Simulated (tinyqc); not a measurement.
Trap in a gate oxide as a short-range spherical well: sweeps and comparisons. A value that a table varies takes the place of the one given here.

A spherical well of radius R and depth V0 below the conduction edge, one mass m, c = hbar^2/2m0. The s level at binding Et solves k cot(k R) = -kappa with k = sqrt(m (V0 - Et)/c), kappa = sqrt(m Et/c); it exists for V0 > Vc = c (pi/2R)^2/m. Outside, psi falls as exp(-kappa r)/r.

Lucovsky model (delta well, plane-wave final states, no local-field factor): sigma = (32 pi alpha c/(3 n_r m Et)) (x - 1)^(3/2)/x^3, x = h nu/Et, c = hbar^2/2m0; 1 angstrom^2 = 1e-16 cm^2.

Energies from the conduction edge of the channel. The trap level at depth x is E_T = dEc - Et - e Fox x (1 MV/cm = 0.01 eV/angstrom). An electron at the channel edge tunnels with the WKB exponent S = (4/3) sqrt(m/c) [dEc^(3/2) - (dEc - e Fox x)^(3/2)]/(e Fox), c = hbar^2/2m0; tau = t0 exp(S); the occupation is f = 1/(1 + exp((E_T - EF)/kB T)), tau_c = tau/f and tau_e = tau/(1 - f). Lattice relaxation is left out; a level below the channel edge needs phonons as well, so tau is then a lower bound, while a level above it can also empty elastically at its own energy, through a thinner barrier, faster than this tau.

Constants: hbar^2/2m0 = 3.80998211 eV angstrom^2; fine-structure constant alpha = 0.007297352564; kB = 8.617333262e-05 eV/K.

Values chosen for the exercise (near those of Al2O3 on GaAs; not measured data):
- R = 2.9 angstrom (radius of the well)
- m = 0.307 m0 (mass)
- fV = (1.03, 1.15, 1.27, 1.65, 2.22, 3.57, 5.5) (V0/Vc)
- n_r = 1.72 (refractive index)
- xs = (1.12, 1.23, 1.39, 1.81, 2.37, 3.18, 3.97, 7.32) (photon energies h nu/Et)
- dEc = 1.94 eV (conduction offset to the channel)
- Fox = 1.8 MV/cm (oxide field, lowering levels away from the channel)
- t0 = 6.5 x 1e-11 s (time constant at the interface)
- T = 400 K (temperature)
- EF = -0.12 eV (Fermi level above the channel edge)
- ds = (2, 5, 8, 11, 14, 17, 20) angstrom (depths)
- V0 = 6.6 eV (depth of the well)
- x = 15 angstrom (depth of the trap)

## From threshold to a deep level

Et against the depth at fixed R; near threshold Et = (pi^2/16)(V0 - Vc)^2/Vc.

Results:
```
V0/Vc  V0 (eV)   Et (eV)  threshold form (eV)  1/kappa (angstrom)  share outside
1.03     3.750  0.001978             0.002021                79.2          0.964
1.15     4.187   0.04556              0.05053                16.5          0.841
1.27     4.624    0.1370               0.1637                 9.5          0.744
1.65     6.008    0.6488               0.9489                 4.4          0.536
2.22     8.083     1.804                3.343                 2.6          0.369
3.57    12.999     5.391                14.83                 1.5          0.201
5.50    20.026     11.36                45.48                 1.0          0.115
```

The threshold form holds to 10 % up to V0/Vc = 1.03 of those listed. There the state is mostly outside the well (96 % in the first row) and knows only Et, which is why a delta-well model works; more than half is inside from V0/Vc = 2.22 on. A second s level would need V0/Vc > 9. From V0/Vc = 5.50 on Et exceeds the gap of the host, about 6.5 eV, so those rows only show the model.

## Neutral against charged centre

Et = 0.94175 eV

Lucovsky cross-section, its shape relative to the peak, and the shape of a hydrogen-like centre relative to threshold: x^-4 exp(4 - 4 atan(e)/e)/(1 - exp(-2 pi/e)), e = sqrt(x - 1).

Results:
```
x     h nu (eV)  sigma (1e-18 cm^2)  relative to peak  hydrogen-like
1.12      1.055                5.54             0.237          0.738
1.23      1.158                11.1             0.474          0.572
1.39      1.309                17.0             0.726          0.410
1.81      1.705                23.0             0.984          0.196
2.37      2.232                22.6             0.964          0.091
3.18      2.995                18.8             0.801          0.039
3.97      3.739                15.3             0.654          0.020
7.32      6.894                7.59             0.324          0.003
```

The short-range centre starts from zero, reaches half its peak at x = 1.24 and peaks at x = 2; in the last row it still has 32 % of the peak. The Coulomb centre is largest at threshold and is down to 0.3 % there. Reading the peak as the threshold would misplace the level by a factor 2, here 0.94 eV. Rows above the gap, about 6.5 eV, are hidden by band-to-band absorption.

## Depth of the trap

Each depth has its own level and time; the corner frequency is 1/(2 pi tau).

Results:
```
x (angstrom)  E_T (eV)      S  tau (s)  corner (Hz)      f
2                0.962   1.57  3.1e-10      5.1e+08  0.000
5                0.908   3.91  3.2e-09      4.9e+07  0.000
8                0.854   6.21  3.2e-08      4.9e+06  0.000
11               0.800   8.47  3.1e-07      5.1e+05  0.000
14               0.746  10.70  2.9e-06      5.5e+04  0.000
17               0.692  12.90  2.6e-05      6.1e+03  0.000
20               0.638  15.06  0.00022      7.1e+02  0.000
```

tau spans 5.9 decades, one decade for each 2.96 angstrom at the start and 3.20 at the end, where the field has thinned the barrier. Traps spread evenly in depth are thus spread nearly evenly in ln tau; if levels near EF exist at every depth, this sums to 1/f noise and to charging that grows as ln t. With the single Et of this table only depths where f is neither 0 nor 1 contribute. The level stays above EF at all these depths.

## What each parameter does

Et from the well, then the level and the time. Each row changes one parameter from the base and keeps the others.

Results:
```
case             Et (eV)  E_T (eV)  log10 tau (s)  ln(tau_c/tau_e)
base               0.942     0.728          -5.22             24.6
x = 17 angstrom    0.942     0.692          -4.59             23.6
Fox = 2.8 MV/cm    0.942     0.578          -5.33             20.3
dEc = 1.78 eV      0.942     0.568          -5.44             20.0
m = 0.338 m0       1.189     0.481          -4.97             17.4
V0 = 6.93 eV       1.119     0.551          -5.22             19.5
T = 450 K          0.942     0.728          -5.22             21.9
EF = -0.07 eV      0.942     0.728          -5.22             23.2
```

The largest shifts from the base row, up to three for each result and ties (the steps differ in size, so this ranks the rows, not the parameters). Et (eV): m +0.248, V0 +0.177; unchanged at the printed digits by x, Fox, dEc, T and EF. E_T (eV): m -0.248, V0 -0.177, dEc -0.160; unchanged at the printed digits by T and EF. log10 tau (s): x +0.63, m +0.24, dEc -0.23; unchanged at the printed digits by V0, T and EF. ln(tau_c/tau_e): m -7.2, V0 -5.1, dEc -4.6.

Program tinyqc; command `OMP_NUM_THREADS=1 python tinyqc.py 1281945 1281946 out.jsonl`; about 0.01 s on one thread of a shared Intel(R) Xeon(R) Processor @ 2.30GHz.
